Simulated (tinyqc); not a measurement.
sp3s* tight binding: one step. Levels at this k. The numbers come from values chosen for the exercise (near a published set for GaAs, fitted to gaps, whose masses and valley positions are rough).

H(k) (eV):
```
             sa         xa          ya          za         s*a          sc         xc         yc         zc
sa    -8.364000          0           0           0           0   -5.355347  2.536120i          0          0
xa            0   1.034000           0           0           0  -3.247718i   1.620251          0          0
ya            0          0    1.034000           0           0           0          0   1.620251  2.876743i
za            0          0           0    1.034000           0           0          0  2.876743i   1.620251
s*a           0          0           0           0    8.561000           0  2.711490i          0          0
sc    -5.355347  3.247718i           0           0           0   -2.647000          0          0          0
xc   -2.536120i   1.620251           0           0  -2.711490i           0   3.674000          0          0
yc            0          0    1.620251  -2.876743i           0           0          0   3.674000          0
zc            0          0  -2.876743i    1.620251           0           0          0          0   3.674000
s*c           0  2.685634i           0           0           0           0          0          0          0

            s*c
sa            0
xa   -2.685634i
ya            0
za            0
s*a           0
sc            0
xc            0
yc            0
zc            0
s*c    6.754000
```

Problem. Diagonalise H, which belongs to k = (0.38, 0, 0) (2 pi/a). Four bands are filled (two electrons each); give the make-up of band 5, the lowest empty one.

Give: levels; weights of band 5; weight of band 5 on atom a.

Solution.

levels (eV): [-12.0515, -3.0402, -1.2017, -1.2017, 2.7962, 3.3854, 5.9097, 5.9097, 8.0189, 9.9032]

weights of band 5: s 0.568, p 0.301, s* 0.131

weight of band 5 on atom a = 0.404

The vertical gap at this k is 3.9979 eV; band 5 is mostly s-like.

(tinyqc, `OMP_NUM_THREADS=1 python tinyqc.py 1450895 1450896 out.jsonl`, Intel(R) Xeon(R) Processor @ 2.30GHz, 1 thread, shared host, about 0.1 s.)
